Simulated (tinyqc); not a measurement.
Inside a calculation. Method: power iteration on a symmetric matrix. Computed by tinyqc, a small Python program that keeps every step. Settings: method = power, shift = 1.83. Command: `OMP_NUM_THREADS=1 python tinyqc.py 22143 22144 out.jsonl` (the two numbers bound the seeds that draw the settings). One thread of a shared host (Intel(R) Xeon(R) Processor @ 2.60GHz), about 0.01 s of CPU time with the checks.

## Step 1

A:
$$\begin{pmatrix}
0.743000 & 1.077000 & -0.830000 & 0.147000 \\
1.077000 & 0.820000 & -1.720000 & 0.898000 \\
-0.830000 & -1.720000 & 0.923000 & -1.386000 \\
0.147000 & 0.898000 & -1.386000 & 1.556000
\end{pmatrix}$$

vector v at the start: [0.500000, 0.500000, 0.500000, 0.500000]

shift = 1.830000

w = (A - shift) v; v' = w/|w| with its largest component positive (the first on a tie); lambda = v'^T A v'.

vector after step 1: [0.138925, 0.151354, 0.970872, 0.123288]

Rayleigh quotient after step 1 = -0.050562

## Step 2

As before.

vector after step 2: [0.302506, 0.609312, 0.556534, 0.476969]

Rayleigh quotient after step 2 = -0.208107

## Step 3

As before.

vector after step 3: [0.024614, 0.312823, 0.942052, 0.118634]

Rayleigh quotient after step 3 = -0.356225

## Course of the iteration

Stop when the residual |A v - lambda v| is below 1e-9.

Steps:
```
step       lambda  residual
1     -0.05056196  1.74e+00
2     -0.20810680  1.64e+00
3     -0.35622463  1.51e+00
4     -0.48463900  1.36e+00
5     -0.58968174  1.21e+00
6     -0.67230714  1.07e+00
7     -0.73566128  9.31e-01
8     -0.78345564  8.09e-01
9     -0.81914755  7.00e-01
10    -0.84563627  6.05e-01
11    -0.86522161  5.21e-01
12    -0.87967118  4.49e-01
13    -0.89031871  3.86e-01
14    -0.89815964  3.32e-01
15    -0.90393209  2.85e-01
16    -0.90818139  2.45e-01
17    -0.91130954  2.11e-01
18    -0.91361255  1.81e-01
19    -0.91530826  1.55e-01
20    -0.91655698  1.33e-01
21    -0.91747663  1.15e-01
22    -0.91815401  9.83e-02
23    -0.91865299  8.44e-02
24    -0.91902059  7.25e-02
25    -0.91929142  6.22e-02
26    -0.91949096  5.34e-02
27    -0.91963799  4.59e-02
28    -0.91974633  3.94e-02
29    -0.91982617  3.38e-02
30    -0.91988500  2.90e-02
```

all eigenvalues, for comparison: [-0.920050, -0.286167, 1.057310, 4.190907]

Not converged in 30 steps: the residual falls only by the ratio of the two largest distances of eigenvalues from the shift, 0.86 a step.
